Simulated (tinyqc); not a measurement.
Anisotropic elasticity and sound waves of a cubic crystal: one step, computed by the program tinyqc.

Voigt order 1..6 = xx, yy, zz, yz, xz, xy, with engineering shear strains. The rotated frame has x' as named, z' along the wafer normal and y' = z' x x'.

Problem. Stiffness in the rotated frame. C'_ijkl = C12 delta_ij delta_kl + C44 (delta_ik delta_jl + delta_il delta_jk) - H sum_m a_im a_jm a_km a_lm.

Inputs (values chosen for the exercise, for a model crystal): C12 = 76 GPa; C44 = 53.6 GPa.

Frame: (001) wafer, x' along [110].

H = 74.2 GPa

direction cosines a (rows x', y', z' in the cube axes):
```
            x         y         z
x'   0.707107  0.707107  0.000000
y'  -0.707107  0.707107  0.000000
z'   0.000000  0.000000  1.000000
```

Give: C'.

Solution.

C' (GPa):
```
       1      2      3     4     5     6
1  146.1   38.9   76.0   0.0   0.0   0.0
2   38.9  146.1   76.0   0.0   0.0   0.0
3   76.0   76.0  109.0   0.0   0.0   0.0
4    0.0    0.0    0.0  53.6   0.0   0.0
5    0.0    0.0    0.0   0.0  53.6   0.0
6    0.0    0.0    0.0   0.0   0.0  16.5
```

No normal-shear coupling appears in this frame.
